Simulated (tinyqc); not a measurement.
Worked calculation: sp3 tight binding, zinc-blende lattice. One step of it, computed by the program tinyqc.

Task: Bloch Hamiltonian at k. Slater-Koster rules over the four bonds with direction cosines (l, m, n): ss V_ss; s-px l V_sp; px-s -l V_sp; px-px l^2 V_pps + (1 - l^2) V_ppp; px-py l m (V_pps - V_ppp); each times exp(i k.d).

Parameters chosen for this model: zinc-blende lattice, anion at 0, cation at a/4 (1,1,1); V = eta hbar^2 / (m d^2), hbar^2/m = 7.619964 eV angstrom^2:
```
parameter,value,unit
a,3.910000,angstrom
d,1.693080,angstrom
Es anion,-15.980000,eV
Ep anion,-8.690000,eV
Es cation,-8.230000,eV
Ep cation,-4.650000,eV
eta ss,-1.320000,
eta sp,1.420000,
eta pp sigma,2.220000,
eta pp pi,-0.630000,
V ss,-3.508909,eV
V sp,3.774735,eV
V pp sigma,5.901346,eV
V pp pi,-1.674706,eV
```

k point k (2 pi / a): 0.140000  -0.100000  0.240000

Give: H(k) at k.

Result:

H(k) at k (eV):
```
,a s,a px,a py,a pz,c s,c px,c py,c pz
a s,-15.9800,0.0000,0.0000,0.0000,-12.5789-0.1763i,0.4899+1.7463i,-0.6914-1.2374i,0.2766+3.0932i
a px,0.0000,-8.6900,0.0000,0.0000,-0.4899-1.7463i,3.0494+0.0427i,0.3205+3.5843i,-0.8012-1.4339i
a py,0.0000,0.0000,-8.6900,0.0000,0.6914+1.2374i,0.3205+3.5843i,3.0494+0.0427i,0.5677+2.0236i
a pz,0.0000,0.0000,0.0000,-8.6900,-0.2766-3.0932i,-0.8012-1.4339i,0.5677+2.0236i,3.0494+0.0427i
c s,-12.5789+0.1763i,-0.4899+1.7463i,0.6914-1.2374i,-0.2766+3.0932i,-8.2300,0.0000,0.0000,0.0000
c px,0.4899-1.7463i,3.0494-0.0427i,0.3205-3.5843i,-0.8012+1.4339i,0.0000,-4.6500,0.0000,0.0000
c py,-0.6914+1.2374i,0.3205-3.5843i,3.0494-0.0427i,0.5677-2.0236i,0.0000,0.0000,-4.6500,0.0000
c pz,0.2766-3.0932i,-0.8012+1.4339i,0.5677-2.0236i,3.0494-0.0427i,0.0000,0.0000,0.0000,-4.6500
```
